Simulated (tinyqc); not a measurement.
# Free and trapped electrons in a MOS channel with a dense trap tail: two studies

p-type body, charge-sheet picture, full ionisation (an idealisation for deep acceptors), Boltzmann statistics for free electrons. e = Ec - EF at the surface. Acceptor-like traps of density D(E) = D0 + De exp(-E/Ew) at depth E below Ec, from 0 to Eu, hold n_t = integral of D(E)/(1 + exp((e - E)/Vt)). psi = Eg - Vt ln(Nv/Na) - e; N_dep = sqrt(2 eps0 eps_r Na (psi - Vt)/q); n_f = sqrt(N_dep^2 + 2 eps0 eps_r Vt Nc exp(-e/Vt)/q) - N_dep; Vg = Vfb + psi + q (N_dep + n_t + n_f)/Cox, Cox = eps0 eox/tox.

Parameters, values chosen for the exercise; band and dielectric values close to those of 4H silicon carbide:
- T = 400 K (temperature)
- Eg = 3.3 eV (band gap)
- eps_r = 9.89 (relative permittivity)
- Nc = 2.57e19 cm^-3 (conduction-band density of states at T)
- Nv = 3.79e19 cm^-3 (valence-band density of states at T)
- eox = 3.9 (relative permittivity of the insulator)
- tox = 28 nm (insulator thickness)
- Na = 4.8e15 cm^-3 (acceptor density)
- Vfb = -2.67 V (flat-band voltage without trapped charge)
- D0 = 1.6e10 cm^-2 eV^-1 (constant background density of acceptor-like traps)
- De = 1.5e13 cm^-2 eV^-1 (density of the tail at the conduction edge)
- Ew = 0.11 eV (decay energy of the tail)
- Eu = 0.65 eV (depth below Ec down to which the traps reach)
- mf = 220 cm^2/(V s) (mobility of free electrons)

Constants: q = 1.602176634e-19 C, kB = 1.380649e-23 J/K, Vt = kB T/q, eps0 = 8.8541878128e-14 F/cm where lengths are in cm. Results are converted to the units shown.

Each table varies one quantity; the others keep the values above.

## Free and trapped charge against gate voltage

Free share n_f/(n_f + n_t); swing ln 10 n_f/(dn_f/dVg); field-effect mobility mf q (dn_f/dVg)/Cox, for a constant mf; oxide field q (N_dep + n_t + n_f)/(eps0 eox).

Free and trapped charge against gate voltage:

| Vg (V) | e (eV) | n_f (cm^-2) | n_t (cm^-2) | free share (%) | swing (mV/decade) | field-effect mobility (cm^2/(V s)) | oxide field (MV/cm) |
|---|---|---|---|---|---|---|---|
| 0.2 | 0.5868 | 5.557e5 | 6.177e9 | 0.008994 | 97.56 | 0.003748 | 0.1665 |
| 0.8 | 0.2595 | 6.860e9 | 1.857e11 | 3.563 | 284.3 | 15.88 | 0.2639 |
| 1.4 | 0.1584 | 1.115e11 | 4.580e11 | 19.58 | 898.8 | 81.67 | 0.4420 |
| 2 | 0.1139 | 3.246e11 | 6.695e11 | 32.65 | 1826 | 117.0 | 0.6404 |
| 2.6 | 0.08550 | 5.923e11 | 8.399e11 | 41.36 | 2852 | 136.7 | 0.8446 |
| 3.2 | 0.06434 | 8.948e11 | 9.816e11 | 47.69 | 3902 | 150.9 | 1.051 |
| 3.8 | 0.04730 | 1.224e12 | 1.100e12 | 52.68 | 4955 | 162.6 | 1.260 |
| 4.4 | 0.03298 | 1.576e12 | 1.198e12 | 56.83 | 6012 | 172.5 | 1.469 |
| 5 | 0.02063 | 1.948e12 | 1.278e12 | 60.39 | 7081 | 181.0 | 1.679 |

n_f reaches 1e11 cm^-2 at Vg = 1.36 V, against 0.785 V without traps. The free share rises from 0.00899 to 60.4 % and the field-effect mobility rises from 0.00375 to 181 cm^2/(V s), although mf = 220 is constant: in the last row 82.3 % of Cox dVg goes into free electrons. The swing in the first row is 97.6 mV a decade (Vt ln 10 = 79.4). For Vg = 3.2, 3.8, 4.4, 5 EF lies less than 2 Vt below the band edge, or above it, where degeneracy and confinement, left out, matter.

## Effect of the acceptor density

Vfb is held fixed. VT is the Vg for n_f = 1e11 cm^-2; swing ln 10 n_f/(dn_f/dVg) at n_f = 1e8 cm^-2; the last three columns are for Vg = VT + 2.2 V, with free share n_f/(n_f + n_t) and field-effect mobility mf q (dn_f/dVg)/Cox; there EF is near the band edge, where Boltzmann statistics are rough.

Result of one run:

| Na (cm^-3) | e at VT (eV) | VT (V) | q n_t/Cox at VT (V) | swing (mV/decade) | n_f (cm^-2) | free share (%) | field-effect mobility (cm^2/(V s)) |
|---|---|---|---|---|---|---|---|
| 6e15 | 0.1591 | 1.447 | 0.5911 | 137.5 | 1.091e12 | 50.55 | 158.9 |

What becomes of these results when the acceptor density Na is changed from 6e15 to 5e17 cm^-3, all else the same?

Result of the changed run:

| Na (cm^-3) | e at VT (eV) | VT (V) | q n_t/Cox at VT (V) | swing (mV/decade) | n_f (cm^-2) | free share (%) | field-effect mobility (cm^2/(V s)) |
|---|---|---|---|---|---|---|---|
| 5e17 | 0.08493 | 6.910 | 1.096 | 250.2 | 1.104e12 | 43.96 | 179.5 |

The whole series:

| Na (cm^-3) | e at VT (eV) | VT (V) | q n_t/Cox at VT (V) | swing (mV/decade) | n_f (cm^-2) | free share (%) | field-effect mobility (cm^2/(V s)) |
|---|---|---|---|---|---|---|---|
| 1e15 | 0.1856 | 0.9031 | 0.4682 | 120.9 | 1.071e12 | 52.07 | 153.4 |
| 2e15 | 0.1758 | 1.074 | 0.5105 | 126.5 | 1.080e12 | 51.60 | 155.3 |
| 6e15 | 0.1591 | 1.447 | 0.5911 | 137.5 | 1.091e12 | 50.55 | 158.9 |
| 1e16 | 0.1510 | 1.682 | 0.6344 | 143.9 | 1.094e12 | 49.92 | 160.9 |
| 3e16 | 0.1330 | 2.386 | 0.7409 | 161.3 | 1.098e12 | 48.30 | 165.5 |
| 8e16 | 0.1164 | 3.365 | 0.8514 | 182.9 | 1.099e12 | 46.69 | 170.0 |
| 2e17 | 0.1007 | 4.764 | 0.9678 | 210.9 | 1.100e12 | 45.22 | 174.7 |
| 5e17 | 0.08493 | 6.910 | 1.096 | 250.2 | 1.104e12 | 43.96 | 179.5 |

As Na goes from 1e15 to 5e17, VT rises from 0.903 to 6.91 V, its part due to traps rises from 0.468 to 1.10 V, the swing rises from 121 to 250 mV/decade and the field-effect mobility rises from 153 to 179 cm^2/(V s). Most of the rise of VT is depletion charge; the trap part grows since the same n_f needs EF nearer the band edge at heavier doping.

Computed by the program tinyqc: `OMP_NUM_THREADS=1 python tinyqc.py 2222234 2222235 out.jsonl`, one thread of a shared Intel Xeon 2.30GHz, about 0.02 s for the whole run.
